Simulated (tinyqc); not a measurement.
Vertical double-diffused power MOSFET, components of the on-resistance: two steps of the calculation.

Stripe cells of pitch Wp + a, two channels a cell. Current flows through the channels, spreads in the accumulation layer, passes the gap between the p bodies and spreads at 45 degrees into the drift layer below them. Low drain voltage, full ionisation.

Values chosen for this exercise; bulk values close to those of 4H silicon carbide:
- T = 300 K (temperature)
- eps_r = 9.68 (relative permittivity)
- Kc = 22400 V/cm per (cm^-3)^(1/8) (critical-field constant)
- BV = 1700 V (rated breakdown voltage of the drift layer)
- mud = 786 cm^2/(V s) (drift mobility at 300 K)
- bt = 2.3 (temperature exponent of the drift mobility)
- tox = 32 nm (gate oxide thickness (eps_r 3.9))
- Vov = 11 V (gate overdrive)
- mch = 47 cm^2/(V s) (channel mobility)
- mac = 75 cm^2/(V s) (accumulation-layer mobility)
- Lc = 0.8 um (channel length)
- Wp = 2.6 um (width of the p body in one cell, channels included)
- a = 2.6 um (gap between neighbouring p bodies)
- xp = 1.7 um (depth of the p body)
- Nj = 3 (doping of the gap over the drift doping)
- Vbi = 2.95 V (built-in voltage of the body junction)
- Rs = 0.24 mohm cm^2 (substrate and contact resistance)

Constants: q = 1.602176634e-19 C, eps0 = 8.8541878128e-14 F/cm where lengths are in cm. Results are converted to the units shown.

Problem 1. Drift layer. Triangular field at breakdown with Ec = Kc N^(1/8): BV = eps0 eps_r Ec^2/(2 q N), so N = (eps0 eps_r Kc^2/(2 q BV))^(4/3); W = 2 BV/Ec; mu = mud (T/300 K)^(-bt); rho = 1/(q mu N); ideal resistance rho W.

Find: drift doping N; Ec; drift thickness W; electron mobility mu at T; drift resistivity rho; ideal resistance.

Solution 1.

drift doping N = 7.2964e15 cm^-3
Ec = 2.1535 MV/cm
drift thickness W = 15.789 um
electron mobility mu at T = 786.00 cm^2/(V s)
drift resistivity rho = 1.0883 ohm cm
ideal resistance = 1.7183 mohm cm^2

Problem 2. Components of the on-resistance. Pitch p = Wp + a, Cox = 3.9 eps0/tox; zero-bias depletion in the gap w0 = sqrt(2 eps0 eps_r Vbi/(q N Nj)), open gap g = a - 2 w0; R_ch = Lc p/(2 mch Cox Vov); R_acc = 0.6 a p/(4 mac Cox Vov), 0.6 being an empirical factor for current leaving the layer along its length; R_gap = (rho/Nj) xp p/g; spreading depth t = min(W, (p - g)/2); R_drift = (rho p/2) ln((g + 2 t)/g) + rho (W - t); R_on = the sum with Rs.

drift doping N = 7.2963852e15 cm^-3
drift thickness W = 15.788557 um
electron mobility mu at T = 786 cm^2/(V s)
drift resistivity rho = 1.0883268 ohm cm

Wanted: w0; g; components; R_on; shares.

Solution 2.

w0 = 0.37972 um
g = 1.8406 um
components (mohm cm^2): channel 0.37283, accumulation 0.22780, gap 0.17424, drift 1.8294, substrate 0.24000
R_on = 2.8443 mohm cm^2
shares (%): channel 13.108, accumulation 8.009, gap 6.126, drift 64.319, substrate 8.438

The drift term is the largest. R_on is 1.66 times the ideal drift resistance rho W, and spreading raises the drift term to 1.06 times it.

Numbers from tinyqc (`OMP_NUM_THREADS=1 python tinyqc.py 2230129 2230130 out.jsonl`; about 0.01 s on one thread of a shared Intel Xeon 2.30GHz).
